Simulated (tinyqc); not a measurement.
Contact resistivity and sheet resistance from two contact lengths.

Problem. Rc = [sqrt(rc Rsh)/Wc] coth(Lc/(2 LT)), LT = sqrt(rc/Rsh), Wc = 60 nm; the second contact is twice as long as the first. Find LT, rc and Rsh.

Rc for Lc = 26 and 52 nm (ohm): [92.5172470, 58.9439460]

Solution. With t = tanh(Lc/(2 LT)) for the shorter contact, the resistance of the longer over that of the shorter is (1 + t^2)/2. Then sqrt(rc Rsh) = Rc t Wc, and rc and Rsh follow by multiplying and dividing by LT.

LT = 22.4 nm
rc = 6.50e-10 ohm cm^2
Rsh = 130 ohm

tinyqc, about 0.04 s, one thread, Intel Xeon 2.30GHz (shared host): `OMP_NUM_THREADS=1 python tinyqc.py 2170143 2170144 out.jsonl`
